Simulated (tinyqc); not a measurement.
# MOS capacitor on a p-type substrate, surface potential from the exact charge relation: effects of single changes

Uniform p-type substrate, Boltzmann statistics, full ionisation, classical densities. psi is the surface potential against the body (positive when the bands bend down) and u = psi/Vt. Traps are spread evenly over the gap and neutral at flat band, so their charge is -q Dit psi; the minority quasi-Fermi level is shifted by Vb.

Values chosen for this exercise; band and dielectric values close to those of silicon: temperature T = 250 K; band gap Eg = 1.13 eV; relative permittivity eps_r = 11.5; conduction-band density of states at T Nc = 2.17e19 cm^-3; valence-band density of states at T Nv = 2.05e19 cm^-3; electron affinity chi = 4.09 eV; acceptor density of the substrate N = 1.4e15 cm^-3; relative permittivity of the gate insulator (close to zirconium oxide) eox = 24.9; insulator thickness tox = 6 nm; gate work function phiM = 5.12 eV; fixed charge at the interface, in units of q Nf = 6.7e10 cm^-2; density of interface traps Dit = 0 cm^-2 eV^-1; reverse bias of the inversion layer against the body Vb = 0.9 V.

Constants: q = 1.602176634e-19 C, kB = 1.380649e-23 J/K, Vt = kB T/q, eps0 = 8.8541878128e-14 F/cm where lengths are in cm. Results are converted to the units shown.

Each table varies one quantity; the others keep the values above.

## Capacitance-voltage curves

ni = sqrt(Nc Nv) exp(-Eg/(2 Vt)), Eg in volts; phiF = Vt ln(N/ni); Cox = eps0 eox/tox; Vfb = phiM - chi - (Eg - Vt ln(Nv/N)) - q Nf/Cox; Q0 = sqrt(2 eps0 eps_r q N Vt); r = (ni/N)^2 exp(-Vb/Vt); VT = Vfb + [(2 phiF + Vb)(1 + q Dit/Cox) + sqrt(2 eps0 eps_r q N (2 phiF + Vb))/Cox]. u = psi/Vt; F^2 = exp(-u) + u - 1 + r (exp(u) - u - 1); Qs = -sign(u) Q0 F; Cs = -dQs/dpsi = (Q0/Vt) |1 - exp(-u) + r (exp(u) - 1)|/(2 F). psi solves Vg = Vfb + psi + (q Dit psi - Qs)/Cox. Low frequency: 1/C_LF = 1/Cox + 1/(Cs + q Dit). High frequency, in the simple estimate in which traps and minority carriers do not follow: 1/C_HF = 1/Cox + 1/Cd, Cd being Cs with r = 0 at the same psi. Deep depletion: r = 0 and Dit = 0 both in the equation for psi and in Cs. Minority sheet density N_inv = (Q0/(2 q)) int_0^u r (exp(t) - 1)/F(t) dt for u > 0. N_inv under 1 cm^-2 is printed as 0. Regimes: accumulation when majority carriers gather, then depletion up to |psi| = phiF + Vb, weak inversion up to 2 phiF + Vb, strong inversion beyond.

Capacitance-voltage curves:
```
Vg (V)  psi (V)  C_LF/Cox  C_HF/Cox  C_deep/Cox  N_inv (cm^-2)            regime
-0.67   -0.2745    0.9205    0.9205      0.9205              0      accumulation
-0.24   -0.2158    0.7481    0.7481      0.7481              0      accumulation
0.19    0.08482   0.01117   0.01117     0.01117              0         depletion
0.62     0.5122  0.004135  0.004135    0.004135              0         depletion
1.05     0.9407  0.003024  0.003024    0.003024              0         depletion
1.48      1.370  0.002499  0.002499    0.002499        1.373e4    weak inversion
1.91      1.773    0.4254  0.002193    0.002177       5.973e11  strong inversion
2.35      1.877    0.8955  0.002130    0.001950       8.294e12  strong inversion
2.78      1.909    0.9469  0.002113    0.001785       1.743e13  strong inversion
```

C_LF/Cox is lowest, 0.00250, at Vg = 1.48 V (weak inversion) among the rows listed and is 0.947 in the last row, where C_HF/Cox is 0.00211 and the deep-depletion value 0.00178. Vfb = 0.104 V, where C_HF/Cox = 0.0273 (Cox in series with eps0 eps_r/LD), and VT = 1.73 V. Over the last two rows psi moves by only 0.073 V a volt of gate bias, since the inversion charge screens the body. In strong accumulation and inversion degeneracy and confinement, left out here, lower the capacitance.

## Effect of the acceptor density of the substrate on threshold and swing

ni = sqrt(Nc Nv) exp(-Eg/(2 Vt)), Eg in volts; phiF = Vt ln(N/ni); Cox = eps0 eox/tox; Vfb = phiM - chi - (Eg - Vt ln(Nv/N)) - q Nf/Cox; VT = Vfb + [(2 phiF + Vb)(1 + q Dit/Cox) + sqrt(2 eps0 eps_r q N (2 phiF + Vb))/Cox]. gamma = sqrt(2 eps0 eps_r q N)/Cox; Wm = sqrt(2 eps0 eps_r (2 phiF + Vb)/(q N)); m = 1 + (eps0 eps_r/Wm + q Dit)/Cox; swing m Vt ln 10; Cmin/Cox = 1/(1 + Cox Wm/(eps0 eps_r)).

Result of one run:
```
N (cm^-3)    Vfb (V)  2 phiF (V)  gamma (V^0.5)  VT (V)  Wm (nm)       m  swing (mV/decade)  Cmin/Cox
4.1e18     -0.068249      1.0594        0.31477  2.3318   24.647  1.1124             55.183   0.10107
```

What becomes of these results when the acceptor density of the substrate N is changed from 4.1e18 to 1.1e16 cm^-3, all else the same?

Result of the changed run:
```
N (cm^-3)   Vfb (V)  2 phiF (V)  gamma (V^0.5)  VT (V)  Wm (nm)       m  swing (mV/decade)   Cmin/Cox
1.1e16     0.059306     0.80432       0.016304  1.7849   443.77  1.0062             49.915  0.0062056
```

The whole series:
```
N (cm^-3)    Vfb (V)  2 phiF (V)  gamma (V^0.5)  VT (V)  Wm (nm)       m  swing (mV/decade)   Cmin/Cox
1e15         0.11096     0.70100      0.0049158  1.7182   1426.5  1.0019             49.702  0.0019388
3.3e15      0.085244     0.75244      0.0089300  1.7492   797.79  1.0035             49.778  0.0034614
1.1e16      0.059306     0.80432       0.016304  1.7849   443.77  1.0062             49.915  0.0062056
3.5e16      0.034371     0.85419       0.029082  1.8271   252.40  1.0110             50.150   0.010860
1.2e17     0.0078262     0.90728       0.053850  1.8875   138.36  1.0200             50.599   0.019635
3.8e17     -0.017006     0.95694       0.095827  1.9705   78.812  1.0352             51.350   0.033967
1.2e18     -0.041779      1.0065        0.17029  2.0998   44.938  1.0617             52.664   0.058083
4.1e18     -0.068249      1.0594        0.31477  2.3318   24.647  1.1124             55.183    0.10107
```

As N goes from 1e15 to 4.1e18, VT rises from 1.72 to 2.33 V, the swing rises from 49.7 to 55.2 mV/decade and Cmin/Cox rises from 0.00194 to 0.101. Of the change of VT by 0.614 V, -0.179 V comes from Vfb and 0.793 V from the band bending and the charge it takes. gamma goes as N^(0.50) and Wm as N^(-0.49); phiF, which grows slowly with N, keeps the latter from -1/2.

## Effect of the gate work function on threshold and swing

Same model as above.

The same in every row: 2 phiF (V) = 0.71550; gamma (V^0.5) = 0.0058165; Wm (nm) = 1211.1; m = 1.0023; swing (mV/decade) = 49.719; Cmin/Cox = 0.0022829.

Effect of the gate work function on threshold and swing:
```
phiM (eV)   Vfb (V)   VT (V)
4.09       -0.92628  0.69661
4.29       -0.72628  0.89661
4.49       -0.52628   1.0966
4.69       -0.32628   1.2966
4.89       -0.12628   1.4966
5.09       0.073716   1.6966
5.29        0.27372   1.8966
```

What does the comparison show?

As phiM goes from 4.09 to 5.29, VT rises from 0.697 to 1.90 V, the swing stays at 49.7 mV/decade and Cmin/Cox stays at 0.00228. The whole change of VT is that of Vfb: the curve shifts rigidly.

Program tinyqc, `OMP_NUM_THREADS=1 python tinyqc.py 2060047 2060048 out.jsonl`; Intel Xeon 2.30GHz, shared host, one thread, about 0.01 s.
